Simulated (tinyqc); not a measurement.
Bulk transistor, scale length and short-channel effects: one step of the calculation.

A gate, an insulator of thickness ti and a depleted layer of depth ts on a conducting body. Below threshold the potential that source and drain add obeys Laplace's equation and vanishes on the gate and at the bottom of the depleted layer. Its lowest mode decays along the channel as exp(-k y); k is the smallest positive root of the matching condition at the interface, and the scale length is Lambda = pi/k.

Problem. Threshold shift, barrier position and swing. Along the channel psi(y) = s + a exp(y/l) + b exp(-y/l) with psi(0) = Vbi, psi(L) = Vbi + Vds and l = 1/k = Lambda/pi; with A = Vbi - s, B = A + Vds, x = exp(-L/l): a = (B - A x) x/(1 - x^2), b = (A - B x)/(1 - x^2). The minimum is s + 2 sqrt(a b), at y = (l/2) ln(b/a). The long-channel potential follows the gate as s = sT + (Vg - VTL)/m, and the threshold VT is the gate voltage at which the minimum equals sT. Swing = m Vt ln 10/g at threshold, g = d(minimum)/ds = 1 - (b x + a)/((1 + x) sqrt(a b)).

Values chosen for this exercise; permittivities: semiconductor made up, insulator close to that of aluminium oxide: temperature T = 300 K; channel length L = 86 nm; potential of the source Vbi = 0.89 V; potential of the barrier top at threshold sT = 0.43 V; long-channel threshold VTL = 0.48 V; long-channel body factor m = 1.15; drain voltage Vds = 0.8 V.

Constants: q = 1.602176634e-19 C, kB = 1.380649e-23 J/K, Vt = kB T/q. Results are converted to the units shown.

l = 10.581670 nm

Wanted: s at threshold; a; b; position of the minimum; VT; swing.

Solution.

s at threshold = 0.4028 V
a = 3.802e-4 V
b = 0.4868 V
position of the minimum = 37.86 nm
VT = 0.4487 V
swing = 71.20 mV/decade

The threshold lies 31.3 mV below the long-channel value, and the barrier top sits at 0.44 L from the source.

Computed by the program tinyqc: `OMP_NUM_THREADS=1 python tinyqc.py 2420172 2420173 out.jsonl`, one thread of a shared Intel Xeon 2.30GHz, about 0.01 s for the whole run.
